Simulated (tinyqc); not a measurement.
Hot carriers by balance equations with a heated Maxwellian: one step, computed by the program tinyqc. Command: `OMP_NUM_THREADS=1 python tinyqc.py 3008927 3008928 out.jsonl hot walk`. One thread of a shared host (Intel(R) Xeon(R) Processor @ 2.30GHz), about 0.02 s of CPU time with the checks.

The carriers follow a Maxwellian at an electron temperature T_e, slightly displaced; the drift energy is neglected against k_B T_e. The balance averages the rate, not the time, so mu_0 lies below the relaxation-time value.

Problem. Drift velocity. Parabolic band: E = hbar^2 k^2/(2 m), speed v = hbar k/m, states per spin, volume and energy g(E) = m k/(2 pi^2 hbar^2). Masses are multiplied by m_0 and all formulas are in SI units. Phonon occupation N_q = 1/(exp(hbar w/(k_B T)) - 1). Acoustic deformation potential (elastic, equipartition, absorption and emission together): 1/tau = 2 pi k_B T D_A^2 g(E)/(hbar rho v_l^2). Optical or intervalley deformation potential: 1/tau = (pi Z_f D_o^2/(rho w)) [N_q g(E + hbar w) + (N_q + 1) g(E - hbar w)], with g = 0 below the band edge. Averages over the Maxwellian, <y> = int y x^(1/2) exp(-x) dx / int x^(1/2) exp(-x) dx with x = E/(k_B T_e), split at x_0 = hbar w/(k_B T_e): 64 Gauss-Legendre points in sqrt(x) below it and 128 in sqrt(x - x_0) above it, up to x = 32. Momentum balance: mu(T_e) = e/(m nu), nu = <x (sum of rates)>/<x>. Power lost per carrier: P(T_e) = hbar w <emission rate - absorption rate> + <(2 m v_l^2/(k_B T)) (E - 2 k_B T) acoustic rate>. v = mu(T_e) F; warm-carrier coefficient (mu/mu_0 - 1)/F^2.

Inputs (values chosen for the exercise, modelled on electrons in diamond):
```
quantity                                          value       unit
effective mass m                                  0.499        m_0
density rho                                        3515     kg/m^3
sound velocity v_l                                18600        m/s
acoustic deformation potential D_A                  8.4         eV
phonon energy hbar w                                141        meV
optical or intervalley deformation potential D_o    8.7  1e8 eV/cm
final valleys Z_f                                     5          -
lattice temperature T                               300          K
electric field F                                     43      kV/cm
```

Band: parabolic. Solver: damped fixed point.

electron temperature T_e = 1244.264 K

low-field mobility mu_0 = 3579.642 cm^2/(V s)

Constants: k_B = 8.617333262e-05 eV/K; k_B = 1.380649e-23 J/K; e = 1.602176634e-19 C; hbar = 1.054571817e-34 J s; m_0 = 9.1093837015e-31 kg; hbar = 6.582119569e-16 eV s.

Give: mobility mu(T_e); drift velocity; mu/mu_0; (mu/mu_0 - 1)/F^2.

Solution.

mobility mu(T_e) = 337.63 cm^2/(V s)

drift velocity = 1.4518 1e7 cm/s

mu/mu_0 = 0.094319

(mu/mu_0 - 1)/F^2 = -4.8982e-04 cm^2/kV^2

Caution: the drift energy m v^2/2 is not small against the heating (3/2) k_B (T_e - T), so T_e - T is rough.
